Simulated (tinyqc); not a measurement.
# One-sided p+-n junction, ionisation integral and breakdown: what changes with what

A p+ layer at x < 0 and an n drift layer from x = 0. Depletion approximation, built-in voltage neglected. Local ionisation coefficients alpha_n = an exp(-(bn/E)^mx), alpha_p = ap exp(-(bp/E)^mx). Electrons move towards +x, holes towards x = 0.

Values chosen for this exercise; material values close to those of gallium nitride: relative permittivity eps_r = 9.52; prefactor of the electron ionisation coefficient an = 2.96e8 1/cm; field constant for electrons bn = 3.4e7 V/cm; prefactor of the hole ionisation coefficient ap = 1.4e8 1/cm; field constant for holes bp = 2.05e7 V/cm; exponent mx = 1; electron mobility of the drift layer mu = 969 cm^2/(V s); donor density of the drift layer N = 1.3e17 cm^-3.

Constants: q = 1.602176634e-19 C, eps0 = 8.8541878128e-14 F/cm where lengths are in cm. Results are converted to the units shown.

Each table varies one quantity; the others keep the values above.

## Multiplication against voltage

W = sqrt(2 eps0 eps_r V/(q N)), peak field E0 = q N W/(eps0 eps_r), falling linearly to 0 at W. G(x) = integral from 0 to x of (alpha_n - alpha_p); I_n = integral of alpha_n exp(-G) (electrons injected at x = 0), I_p = integral of alpha_p exp(G(end) - G) (holes injected at the far edge); M = 1/(1 - I). Integrals on a fine grid; BV is where I_n = 1. Here BV = 216.746 V; the Miller exponent is n = ln(1 - 1/M)/ln(V/BV).

Multiplication against voltage:
```
V (V)  E0 (kV/cm)      I_n     I_p   M_n   M_p  Miller n, electrons  Miller n, holes
86.7       2.07e3  1.01e-4  0.0487  1.00  1.05                 10.0             3.30
108        2.31e3  7.24e-4   0.157  1.00  1.19                 10.4             2.65
130        2.53e3  0.00355   0.360  1.00  1.56                 11.0             2.00
152        2.74e3   0.0140   0.612  1.01  2.58                 12.0             1.38
173        2.92e3   0.0492   0.821  1.05  5.59                 13.4            0.874
186        3.03e3    0.110   0.909  1.12  11.0                 14.4            0.622
199        3.14e3    0.263   0.964  1.36  28.1                 15.6            0.425
208        3.21e3    0.504   0.987  2.02  76.1                 16.6            0.321
213        3.24e3    0.741   0.995  3.86   210                 17.2            0.274
```

What does the table show?

M_n rises from 1.000 to 3.86 and M_p from 1.051 to 210; both diverge at BV. The Miller exponent for electrons rises from 10.0 to 17.2 and that for holes falls from 3.30 to 0.274, so one exponent describes neither over the whole range. The larger multiplication belongs to holes, whose coefficient at the peak field of the last row is 30.3 times the other.

## Effect of the drift doping

Same model as above.

Specific on-resistance Ron = W/(q mu N) with constant mobility and full ionisation.

Results:
```
N (cm^-3)  BV (V)  E0 at BV (kV/cm)  W at BV (um)  Ron (mohm cm^2)  BV^2/Ron (MW/cm^2)  eps0 eps_r mu E0^3/4 (MW/cm^2)
1.1e16     1.56e3            2.55e3          12.2            0.715              3.40e3                          3.40e3
2.1e16        922            2.71e3          6.80            0.208              4.08e3                          4.08e3
4e16          549            2.89e3          3.80           0.0612              4.93e3                          4.93e3
7.7e16        327            3.09e3          2.11           0.0177              6.04e3                          6.04e3
2.8e17        120            3.57e3         0.671          0.00154              9.30e3                          9.30e3
5.4e17       72.8            3.87e3         0.377          4.49e-4              1.18e4                          1.18e4
1e18         46.0            4.18e3         0.220          1.42e-4              1.49e4                          1.49e4
```

Estimate the missing row, N = 1.5e17 cm^-3.

Computed row:
```
N (cm^-3)  BV (V)  E0 at BV (kV/cm)  W at BV (um)  Ron (mohm cm^2)  BV^2/Ron (MW/cm^2)  eps0 eps_r mu E0^3/4 (MW/cm^2)
1.5e17        194            3.33e3          1.17          0.00501              7.51e3                          7.51e3
```

With this row back in the table: BV falls from 1560 to 46.0 V while the critical field rises from 2550 to 4180 kV/cm. BV goes as N^(-0.81) between the first two rows and N^(-0.74) between the last two (a coefficient proportional to E^7 gives -0.75 without punch-through). Ron goes as BV^(2.42) over the table; the last two columns agree since BV = E0 W/2 and N = eps0 eps_r E0/(q W). For N = 5.4e17, 1e18 the layer is under 0.5 um wide or BV under 85 V, so dead space, tunnelling and the built-in voltage, all left out, matter.

Numbers from tinyqc (`OMP_NUM_THREADS=1 python tinyqc.py 2120041 2120042 out.jsonl`; about 0.05 s on one thread of a shared Intel Xeon 2.30GHz).
